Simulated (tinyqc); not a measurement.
Density of states of one tight-binding band on the simple cubic lattice: one step. One tetrahedron of the mesh. Two cases, with inputs chosen for the exercise.

Problem. Find its share below E and its density of states at E.

For corner energies e1 <= e2 <= e3 <= e4 and eij = ei - ej, the share of the tetrahedron below E is n = (E - e1)^3/(e21 e31 e41) for e1 < E < e2; n = [e21^2 + 3 e21 x + 3 x^2 - (e31 + e42) x^3/(e32 e42)]/(e31 e41) with x = E - e2 for e2 < E < e3; n = 1 - (e4 - E)^3/(e41 e42 e43) for e3 < E < e4; its density of states is g = dn/dE.

Give: n; g.

Case 1.

Values chosen: E = 3.85 eV (energy at which the density is wanted).

corner energies, sorted (eV): -2.034102  0.501966  2.738034  4.674102

Solution.

n = 0.9897
g = 0.0376 1/eV

Case 2.

Values chosen: E = 1.29 eV (energy at which the density is wanted).

corner energies, sorted (eV): -0.852887  0.175704  1.204296  2.232887

Solution.

n = 0.8716
g = 0.4085 1/eV

E lies between corners 3 and 4.

Computed by tinyqc, one run a case: `OMP_NUM_THREADS=1 python tinyqc.py N N+1 out.jsonl` with N = 1651069, 1651204; one thread of a shared Intel(R) Xeon(R) Processor @ 2.30GHz, about 0.2 s a run at most.
